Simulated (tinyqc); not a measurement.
Inside a calculation. Model: geometry relaxation of a small cluster. Computed by tinyqc, a small Python program that keeps every step. Command: `OMP_NUM_THREADS=1 python tinyqc.py 3010221 3010222 out.jsonl relax walk`. One thread of a shared host (Intel(R) Xeon(R) Processor @ 2.30GHz), about 0.02 s of CPU time with the checks. Intermediate numbers are printed to about 6 digits and carried at full precision; extremes and crossings named in words are read from the listed rows.

E = sum_(i<j) phi(r_ij), phi(r) = eps [exp(-2 alpha (r - r0)) - 2 exp(-alpha (r - r0))]; the force on i is -sum_j phi'(r_ij) (R_i - R_j)/r_ij.

Inputs (values chosen for the exercise, for model atoms):

| quantity | value | unit |
|---|---|---|
| length r0 | 2.82 | angstrom |
| well depth eps | 0.24 | eV |
| stiffness alpha | 1.68 | 1/angstrom |
| step factor eta | 0.011 | angstrom^2/eV |
| largest number of steps | 80 | - |

Potential: Morse. Method: steepest descent.

starting positions (angstrom):
```
           x      y      z
atom 1     0  -0.14   0.09
atom 2  2.83      0  -0.04
atom 3   1.2   2.22  -0.15
atom 4  1.59   0.75   2.33
```

## Energy and forces at the start

Evaluate E and the forces at the starting positions.

distances (angstrom): 1-2 2.83644, 1-3 2.65842, 1-4 2.88752, 2-3 2.75634, 2-4 2.77795, 3-4 2.90919

energy at the start = -1.40473 eV

forces (eV/angstrom):
```
                x          y          z
atom 1  -0.085091  -0.268037   0.088699
atom 2   0.066862  -0.099749  -0.049025
atom 3   0.101970   0.325668   0.048521
atom 4  -0.083741   0.042118  -0.088195
```

## The first two steps

Steepest descent: R(new) = R + eta F. No atom moves more than 0.3 angstrom a step (the whole step is scaled). Stop when the largest force component is below 1e-5 eV/angstrom.

positions after step 1 (angstrom):
```
               x         y         z
atom 1  -0.00094  -0.14295   0.09098
atom 2   2.83074  -0.00110  -0.04054
atom 3   1.20112   2.22358  -0.14947
atom 4   1.58908   0.75046   2.32903
```

energy after step 1 = -1.40728 eV

positions after step 2 (angstrom):
```
               x         y         z
atom 1  -0.00175  -0.14571   0.09193
atom 2   2.83140  -0.00214  -0.04107
atom 3   1.20219   2.22692  -0.14891
atom 4   1.58817   0.75092   2.32805
```

energy after step 2 = -1.40954 eV

## All steps

The formulas are those given above.

Course of the relaxation:

| step | E (eV) | largest force (eV/angstrom) | force calls |
|---|---|---|---|
| 0 | -1.40473 | 0.325668 | 1 |
| 1 | -1.40728 | 0.303434 | 2 |
| 2 | -1.40954 | 0.283321 | 3 |
| 3 | -1.41155 | 0.265060 | 4 |
| 4 | -1.41335 | 0.248427 | 5 |
| 5 | -1.41497 | 0.233232 | 6 |
| 6 | -1.41643 | 0.219310 | 7 |
| 7 | -1.41776 | 0.206524 | 8 |
| 8 | -1.41897 | 0.194754 | 9 |
| ... | ... | ... | ... |
| 72 | -1.43813 | 0.029988 | 73 |
| 73 | -1.43819 | 0.029516 | 74 |
| 74 | -1.43825 | 0.029052 | 75 |
| 75 | -1.43831 | 0.028593 | 76 |
| 76 | -1.43836 | 0.028141 | 77 |
| 77 | -1.43841 | 0.027695 | 78 |
| 78 | -1.43846 | 0.027256 | 79 |
| 79 | -1.43851 | 0.026822 | 80 |
| 80 | -1.43856 | 0.026395 | 81 |

final positions (angstrom):
```
              x         y         z
atom 1  0.00654  -0.20941   0.12470
atom 2  2.83191  -0.03030  -0.06915
atom 3  1.23566   2.29070  -0.10940
atom 4  1.54588   0.77901   2.28386
```

final energy = -1.43856 eV

steps = 80

largest force at the end = 0.0263953 eV/angstrom

Tail of the force series: the residual falls at every step, but slowly, by a factor of about 0.984 a step

Not converged within 80 steps: the residual falls at every step, but slowly, by a factor of about 0.984 a step. Steepest descent is stable only for eta below 2/lambda_max = 0.369 at the minimum. A quasi-Newton run from the same start ends at -1.4400 eV.

Reruns converge with step factor eta = 0.16, largest number of steps = 500; or with method = BFGS; or with method = conjugate gradient. Reruns still fail with step factor eta = 0.0018, largest number of steps = 500.

Checks made by the program: forces against finite differences of E (relative difference 5e-10).
